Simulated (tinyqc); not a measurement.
The best anneal temperature for the time t: solubility, supersaturation, precipitation and gettering of an impurity in a silicon-like host. Computed by tinyqc, a small Python program. Command: `OMP_NUM_THREADS=1 python tinyqc.py 3016698 3016699 out.jsonl ripen walk`. One thread of a shared host (Intel(R) Xeon(R) Processor @ 2.30GHz), about 0.01 s of CPU time with the checks.

The wafer was saturated at T1 and is then held at T.

Inputs (values chosen for the exercise, modelled on gold in silicon):
```
quantity,value,unit
site density N0,5e+22,1/cm^3
enthalpy of solution H,1.92,eV
entropy of solution S,2.4,k_B
diffusion prefactor D0,0.00029,cm^2/s
migration energy Q,1.11,eV
temperature of saturation T1,1450,K
anneal temperature T,798,K
sink density n,4.4e+10,1/cm^3
initial sink radius r0,11,nm
impurity density in the precipitate C_p,5.2e+22,1/cm^3
interface energy gamma,0.28,J/m^2
anneal time t,3200,s
```

Constants: k_B = 8.617333262e-05 eV/K; k_B = 1.380649e-23 J/K.

Method:
- C_eq(T) = N0 exp(S/k_B - H/(k_B T)); D(T) = D0 exp(-Q/(k_B T)); C0 = C_eq(T1). Supersaturation s = C0/C_eq(T); critical radius r* = 2 gamma/(C_p k_B T ln s); barrier W* = (4 pi/3) gamma r*^2. Strain energy is left out.
- r_f = [r0^3 + 3 (C0 - C_eq)/(4 pi n C_p)]^(1/3), tau_f = 1/(4 pi n r_f D).
- Growing sinks: with y = r/r_f and y0 = r0/r_f, dy/dt = (1 - y^3)/(3 tau_f y), which integrates to t/tau_f = F(y) - F(y0), F(y) = (1/2) ln[(1 + y + y^2)/(1 - y)^2] - sqrt(3) arctan[(2y + 1)/sqrt(3)]; the share of the excess left is (1 - y^3)/(1 - y0^3), and C(t) = C_eq + (C0 - C_eq) x share.

C0 = 1.16927e+17 1/cm^3

Dissolved share after t:
```
T (K),C_eq/C0,tau_f (s),C(t)/C0
652,6.7967e-09,9.9499e+05,0.99851
754,6.9179e-07,6.8727e+04,0.97806
870,3.5571e-05,7.0452e+03,0.76863
986,7.2376e-04,1.2345e+03,0.12089
1102,7.8095e-03,3.1276e+02,0.00787
1218,5.3565e-02,1.0421e+02,0.05357
1320,2.2018e-01,4.8737e+01,0.22018
1392,5.2716e-01,3.3883e+01,0.52716
```

The lowest dissolved share among these rows is 0.0079 at 1102 K. Above it solubility sets the floor; below it diffusion is too slow for this time. Solubility falls with H = 1.92 eV and diffusion with Q = 1.11 eV. Caution: the barrier to homogeneous nucleation is below 35 k_B T for these inputs, so new precipitates would form and outnumber the fixed sinks assumed here.

Extremes, crossings and ranges named in words are read from the listed rows.
